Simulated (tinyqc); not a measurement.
What moves the results: Landau levels of a non-parabolic (Kane) conduction band at kz = 0. A value that a table varies takes the place of the one given here.

Three-level Kane model: E = (N + 1/2) 2 muB B/m(E) + s g(E) muB B, s = +/-1/2, with 1/m(E) = 1 + (Ep/3)(2/(E + Eg) + 1/(E + Eg + Dso)) and g(E) = 2 - (2 Ep/3)(1/(E + Eg) - 1/(E + Eg + Dso)); E from the band edge, solved self-consistently; remote bands are left out, and so is the confinement energy of a real sheet, which raises m and lowers |g|.

In a field B along z: l = 1/sqrt((e/hbar) B) is the magnetic length, n_B = B/(h/e) the number of states per area in one level, hbar wc = 2 muB B/m for mass m in m0; 1/angstrom^2 = 1e16/cm^2.

Each listed level takes n_B electrons. At zero temperature and without broadening EF sits in the partly filled level.

Constants: e/hbar = 1.519267448e-05 1/(T angstrom^2); h/e = 413566.7697 T angstrom^2; muB = 5.788381798e-05 eV/T.

Values chosen for the exercise (near those of GaSb; not measured data):
- Eg = 0.806 eV (gap)
- Dso = 0.756 eV (spin-orbit splitting)
- Ep = 27.5 eV (Kane energy)
- Bs = (2, 4, 6, 8, 10, 12, 15) T (fields)
- B = 4.9 T (magnetic field)
- n = 7 x 1e11/cm^2 (electron sheet density)

## The fan of levels

The four lowest levels against B, with their labels in order.

Levels (meV):
```
B (T)  first  second  third  fourth        order
2.00    2.90    3.93   9.67   10.68  0+ 0- 1+ 1-
4.00    5.79    7.82  19.16   21.11  0+ 0- 1+ 1-
6.00    8.66   11.68  28.47   31.31  0+ 0- 1+ 1-
8.00   11.51   15.50  37.62   41.29  0+ 0- 1+ 1-
10.0   14.36   19.29  46.63   51.07  0+ 0- 1+ 1-
12.0   17.19   23.04  55.48   60.66  0+ 0- 1+ 1-
15.0   21.41   28.61  68.50   74.72  0+ 0- 1+ 1-
```

How do the results move?

The fourth level grows as B^0.98 over the first two rows and B^0.93 over the last two (1 for a parabolic band without a fixed offset such as a valley splitting, 1/2 for massless Dirac electrons). The order of the levels does not change. At the highest field the lowest level has m(E) = 0.0345 and g(E) = -8.6, against 0.0338 and -9.0 at the edge.

## What each parameter does

The second and third levels from below, nu = n/n_B, and EF. Each row changes one parameter from the base and keeps the others.

Results:
```
case                 second level (meV)  third level (meV)    nu  EF (meV)
base                               9.56              23.37  5.91     41.37
B = 5.88 T                        11.45              27.92  4.92     46.61
Eg = 0.685 eV                     11.20              26.49  5.91     47.18
Dso = 0.907 eV                     9.56              22.81  5.91     40.84
Ep = 23.4 eV                       8.15              20.12  5.91     35.59
n = 8.4 x 1e11/cm^2                9.56              23.37  7.09     56.55
```

What can be read from the table?

The largest shifts from the base row, up to three for each result and ties (the steps differ in size, so this ranks the rows, not the parameters). second level (meV): B +1.89, Eg +1.64, Ep -1.41; unchanged at the printed digits by Dso and n. third level (meV): B +4.55, Ep -3.25, Eg +3.12; unchanged at the printed digits by n. nu: n +1.18, B -0.98; unchanged at the printed digits by Eg, Dso and Ep. EF (meV): n +15.18, Eg +5.81, Ep -5.78.

Run: tinyqc, `OMP_NUM_THREADS=1 python tinyqc.py 1252476 1252477 out.jsonl`; Intel(R) Xeon(R) Processor @ 2.30GHz, one thread, shared host; about 0.03 s of CPU time with all checks.
